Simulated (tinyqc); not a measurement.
Schottky emission and Poole-Frenkel conduction in an insulator, and how to tell them apart: one step of the calculation.

Schottky emission (electrode-limited): J = As T^2 exp[-(pb - b sqrt(F))/Vt], b = sqrt(q/(4 pi eps0 ei)). Poole-Frenkel emission (bulk-limited): J = s0 F exp[-(pt - 2 b sqrt(F))/Vt]. F in V/cm.

Task. Which mechanism made these data. The data come from another sample of the same dielectric, in which one mechanism alone limits the current. Fit straight lines by least squares: ln J on sqrt(F) (Schottky plot, slope b/Vt) and ln(J/F) on sqrt(F) (Poole-Frenkel plot, slope 2 b/Vt), F in V/cm, and read a permittivity from each slope. The right mechanism gives a value near ei, and in any case between ei and es.

Inputs (values chosen for the exercise); dielectric values close to those of aluminium oxide: temperature T = 300 K; high-frequency relative permittivity ei = 3.23; static relative permittivity es = 9.2.

Constants: q = 1.602176634e-19 C, kB = 1.380649e-23 J/K, Vt = kB T/q, eps0 = 8.8541878128e-14 F/cm where lengths are in cm. Results are converted to the units shown.

| point | F (MV/cm) | J (A/cm^2) |
|---|---|---|
| 0 | 0.9 | 1.339e-15 |
| 1 | 1.44 | 1.043e-14 |
| 2 | 1.99 | 5.826e-14 |
| 3 | 2.53 | 2.533e-13 |
| 4 | 3.07 | 9.475e-13 |
| 5 | 3.61 | 3.17e-12 |

Wanted: slope of the Schottky plot; permittivity read as Schottky; slope of the Poole-Frenkel plot; permittivity read as Poole-Frenkel.

Result.

slope of the Schottky plot = 0.0081671 (cm/V)^0.5
permittivity read as Schottky = 3.2302
slope of the Poole-Frenkel plot = 0.0067180 (cm/V)^0.5
permittivity read as Poole-Frenkel = 19.096

Both plots are nearly straight, so straightness decides nothing. Read as Schottky the data give 3.23, which matches ei = 3.23; read as Poole-Frenkel they give 19.1, above even the static value 9.2. The data were made by Schottky emission.

Program tinyqc, `OMP_NUM_THREADS=1 python tinyqc.py 2370035 2370036 out.jsonl`; Intel Xeon 2.30GHz, shared host, one thread, about 0.01 s.
